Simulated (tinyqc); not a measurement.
What each parameter does: linear model of a band gap against the share of exact exchange.

E(alpha) = E0 + S alpha. A wider gap screens less, modelled in the Penn form eps(alpha) = 1 + (e0 - 1)(EP/(EP + S alpha))^2 with a scale EP chosen for the exercise. A dielectric-dependent hybrid takes alpha = 1/eps.

Parameters, chosen for this exercise (of the order of those of Ge; shifted at random, so the results belong to these values and not to a real crystal):
```
symbol  value  unit  meaning
E0      0.08   eV    gap of the semi-local functional
S       4.73   eV    slope dE/d(alpha)
e0      17.12        optical dielectric constant at alpha = 0
EP      9      eV    energy scale of the screening
```

Fixed point alpha = 1/eps(alpha), gap and eps there.

One parameter was then changed.

Results before and after:
```
case      alpha  E (eV)     eps
base     0.0620   0.373  16.118
changed  0.0624   0.405  16.016
```

Which of these changes was made? (a) E0 = 0.072 eV; (b) EP = 8.1 eV; (c) e0 = 15.408; (d) S = 5.203 eV.
Answer: (d) S = 5.203 eV. Of the candidates, run in turn, only this one gives the changed row.

All candidates:
```
case            alpha  E (eV)     eps
base           0.0620   0.373  16.118
E0 = 0.072 eV  0.0620   0.365  16.118
S = 5.203 eV   0.0624   0.405  16.016
e0 = 15.408    0.0694   0.408  14.412
EP = 8.1 eV    0.0625   0.376  16.005
```

Program tinyqc; command `OMP_NUM_THREADS=1 python tinyqc.py 1850753 1850754 out.jsonl`; about 0.01 s on one thread of a shared Intel(R) Xeon(R) Processor @ 2.30GHz.
